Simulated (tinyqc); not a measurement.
Van der Pauw, Hall and four-point-probe measurements on a doped layer: two steps of the calculation.

A uniform n-type layer with sheet resistance Rs = 1/(q ns mu), point contacts, low field (mu B small).

Values chosen for this exercise: Hall factor rH = 0.8; magnetic field B = 1 T; current I = 1000 uA; thickness of the layer t = 35 nm.

Constants: q = 1.602176634e-19 C. Results are converted to the units shown.

Problem 1. New z. The van der Pauw equation exp(-pi RA z) + exp(-pi RB z) = 1 is solved for z = 1/Rs: e1 = exp(-pi RA z), e2 = exp(-pi RB z), f = e1 + e2 - 1, f' = -pi (RA e1 + RB e2), z(new) = z - f/f'.

z after iteration 1 = 0.19661497 mS
RA = 158.65191 ohm
RB = 3187.9146 ohm

Wanted: e1; e2; f; f'; z after iteration 2.

Solution 1.

e1 = 0.90665
e2 = 0.13958
f = 0.046231
f' = -1.8498 kohm
z after iteration 2 = 0.22161 mS

Problem 2. Sheet density, mobility and bulk values. Rs = 1/z; Hall sheet density B I/(q |VH|); Hall mobility |VH|/(Rs B I); true values ns = rH times the Hall density, mu = Hall mobility/rH; bulk density ns/t, resistivity Rs t; correction factor F = Rs/[(pi/ln 2)(RA + RB)/2].

converged z = 0.22430473 mS
VH = -49.932073 mV
RA = 158.65191 ohm
RB = 3187.9146 ohm

Give: Rs; Hall sheet density; Hall mobility; ns; mu; bulk density; resistivity; F.

Solution 2.

Rs = 4458.2 ohm/square
Hall sheet density = 1.2500e13 cm^-2
Hall mobility = 112.00 cm^2/(V s)
ns = 1.0000e13 cm^-2
mu = 140.00 cm^2/(V s)
bulk density = 2.8571e18 cm^-3
resistivity = 0.015604 ohm cm
F = 0.58785

Program tinyqc, `OMP_NUM_THREADS=1 python tinyqc.py 2850108 2850109 out.jsonl`; Intel Xeon 2.30GHz, shared host, one thread, about 0.04 s.
